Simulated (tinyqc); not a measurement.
Epitaxial growth on a vicinal surface: Burton-Cabrera-Frank step flow, step-edge barrier and island nucleation: one step, computed by the program tinyqc.

Adatoms land at rate F, hop on a square grid (a simplification for hexagonal faces), desorb, or join steps. Lengths are in units of a and n is the adatom coverage. Steps ascend at x = 0 and descend at x = l.

Question. Terrace solution. D n'' - n/tau + F = 0 with n(0) = n_eq and -l_s n'(l) = n(l) - n_eq. With u = n - F tau, A = n_eq - F tau, y = l/x_s, s = l_s/x_s: u = A cosh(x/x_s) + B sinh(x/x_s), B = A (1 - cosh y - s sinh y)/(sinh y + s cosh y). Flux into the ascending step J+ = D B/x_s, over the descending one J- = -(D/x_s)(A sinh y + B cosh y); step velocity J+ + J-; growth rate (J+ + J-)/l. For small y: J+ + J- = (F - n_eq/tau) l, J-/J+ = l/(l + 2 l_s). The coverage peaks where n' = 0, tanh(x/x_s) = -B/A.

Inputs (values chosen for the exercise, close to those used for Si(111)): deposition rate F = 0.87 layers/s; temperature T = 640 C.

D = 7477982 a^2/s

lifetime tau = 7735.462 s

diffusion length x_s = 240511.2 a

equilibrium coverage n_eq = 3.488491e-07

terrace width l = 23.41610 a

Schwoebel length l_s = 8.850094 a

Give: J+; J-; growth rate; peak coverage; position of the peak.

Answer.

J+ = 12.98 atoms per step site and s

J- = 7.392 atoms per step site and s

growth rate = 0.8700 layers/s

peak coverage = 1.330e-05

position of the peak = 14.92 a
